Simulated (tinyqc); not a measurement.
## Field from the level spacing

Problem. In a triangular well E_k = a_k (C F^2/mz1)^(1/3), a_1 = 2.338107, a_2 = 4.087949, C = hbar^2/(2 m0), F in eV/nm (1 MV/cm = 0.1 eV/nm). Find F, E_1, the mean distance 2 E_1/(3 F) of the lowest level and the sheet charge eps0 eps_r F/q behind such a field.

Values chosen for this exercise:
```
symbol,value,unit,meaning
eps_r,14.2,,relative permittivity
mz1,0.0403,m0,mass along z of valley set A (1 valley(s))
```

Constants: q = 1.602176634e-19 C, hbar = 1.054571817e-34 J s, m0 = 9.1093837015e-31 kg, eps0 = 8.8541878128e-14 F/cm where lengths are in cm, hbar^2/(2 m0) = 0.0380998212 eV nm^2. Results are converted to the units shown.

spacing of the two lowest levels = 476.18244 meV

Answer. The spacing over a_2 - a_1 is the energy scale (C F^2/mz1)^(1/3), which gives F. For so light a mass a level this high lies where the band is no longer parabolic.

F = 1.46 MV/cm
E_1 = 636 meV
mean distance = 2.91 nm
sheet charge over q = 1.15e13 cm^-2

Numbers from tinyqc (`OMP_NUM_THREADS=1 python tinyqc.py 2160076 2160077 out.jsonl`; about 0.5 s on one thread of a shared Intel Xeon 2.30GHz).
